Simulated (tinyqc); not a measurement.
MOSFET in saturation, small-signal circuit and noise: one step of the calculation.

Bias by the inversion coefficient IC = I/Ispec (charge-based model with velocity saturation; weak inversion below 0.1, strong above 10). Common-source circuit: gm, gds, Cgs, Cgd and Cj at the inner nodes, Rg in series with the gate; quasi-static, no source or drain resistance, no gate-body capacitance, no substrate network, no induced gate noise, so fmax is an upper estimate.

Problem. Current, transconductance and gain. Ispec = 2 n mu Cox (W/L) Vt^2, lc = Ls/L, gms = [sqrt((lc IC + 1)^2 + 4 IC) - 1]/[2 + lc (lc IC + 1)], gm = gms Ispec/(n Vt), gds = sg gm.

Inputs (values chosen for the exercise):
```
symbol,value,unit,meaning
T,250,K,temperature
L,130,nm,gate length
W,40,um,total gate width
Cox,0.94,uF/cm^2,gate capacitance
mu,130,cm^2/(V s),mobility
n,1.29,,slope factor
Ls,25,nm,velocity-saturation length
sg,0.021,,ratio gds/gm
IC,3.1,,inversion coefficient
```

Constants: q = 1.602176634e-19 C, kB = 1.380649e-23 J/K, Vt = kB T/q. Results are converted to the units shown.

Wanted: Ispec; I; gms; gm; gds; gm/I.

Solution.

Ispec = 45.023 uA
I = 139.57 uA
gms = 1.2424
gm = 2.0128 mS
gds = 0.042269 mS
gm/I = 14.421 1/V

tinyqc, about 0.01 s, one thread, Intel Xeon 2.30GHz (shared host): `OMP_NUM_THREADS=1 python tinyqc.py 2150011 2150012 out.jsonl`
